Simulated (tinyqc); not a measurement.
Threshold of a short bulk MOSFET: charge sharing, barrier lowering, narrow width: two steps of the calculation.

n-channel device on a p-type body, depletion approximation, full ionisation. Uniform doping N = Na. Vbi from Boltzmann statistics is rough for the degenerate source. Cox = eps0 eox/tox.

Values chosen for this exercise; band and dielectric values close to those of silicon:
```
symbol,value,unit,meaning
T,300,K,temperature
Eg,1.12,eV,band gap
eps_r,11.9,,relative permittivity
Nc,2.79e19,cm^-3,conduction-band density of states at T
Nv,2.61e19,cm^-3,valence-band density of states at T
eox,3.9,,relative permittivity of the gate insulator (close to silicon dioxide)
tox,5.6,nm,insulator thickness
Na,5.8e17,cm^-3,channel doping
Nsd,1e20,cm^-3,source and drain doping
Vfb,-0.85,V,flat-band voltage for the doping Na
xj,85,nm,junction depth
Vbs,-1,V,body-source voltage
Vds,0.5,V,drain-source voltage
W,1800,nm,gate width
xw,0,,shape factor of the fringing depletion at the width edges
L,240,nm,channel length
```

Constants: q = 1.602176634e-19 C, kB = 1.380649e-23 J/K, Vt = kB T/q, eps0 = 8.8541878128e-14 F/cm where lengths are in cm. Results are converted to the units shown.

Question 1. Long-channel threshold and scales. ni = sqrt(Nc Nv) exp(-Eg/(2 Vt)), Eg in volts; 2 pB = 2 Vt ln(N/ni); flat band Vfb - Vt ln(N/Na); Wd = sqrt(2 eps0 eps_r (2 pB - Vbs)/(q N)); body term q N Wd/Cox; long-channel VT0 = flat band + 2 pB + body term; Vbi = Vt ln(N Nsd/ni^2); scale length l = sqrt((eps_r/eox) tox Wd).

Give: N; 2 pB; flat band; Wd; body term; VT0; Vbi; l.

Answer 1.

N = 5.8000e17 cm^-3
2 pB = 0.92146 V
flat band = -0.85000 V
Wd = 66.010 nm
body term = 0.99477 V
VT0 = 1.0662 V
Vbi = 1.0546 V
l = 33.585 nm

Question 2. Short-channel and narrow-width shifts. Charge sharing (trapezoid; it ignores Vds): F = (xj/L)(sqrt(1 + 2 Wd/xj) - 1), lowering = body term times F. Barrier lowering: th = exp(-L/(2 l)) + 2 exp(-L/l), lowering = th [2 (Vbi - 2 pB) + Vds], DIBL = th. Narrow width: rise = body term times xw Wd/W. VT by each model = VT0 - lowering + rise.

2 pB = 0.92145622 V
Wd = 66.009873 nm
body term = 0.99476838 V
VT0 = 1.0662246 V
Vbi = 1.0545914 V
l = 33.584558 nm

Find: F; lowering by charge sharing; th; lowering of the barrier; DIBL; narrow-width rise; VT, charge sharing; VT, barrier lowering.

Answer 2.

F = 0.21174
lowering by charge sharing = 210.64 mV
th = 0.029645
lowering of the barrier = 22.716 mV
DIBL = 29.645 mV/V
narrow-width rise = 0 mV
VT, charge sharing = 0.85559 V
VT, barrier lowering = 1.0435 V

L is 7.15 scale lengths. The charge-sharing lowering is 9.27 times the barrier lowering; the first falls off as 1/L and the second exponentially. Both describe the same loss of gate control, so they are alternatives and are not added.

Computed by the program tinyqc: `OMP_NUM_THREADS=1 python tinyqc.py 2002097 2002098 out.jsonl`, one thread of a shared Intel Xeon 2.30GHz, about 0.01 s for the whole run.
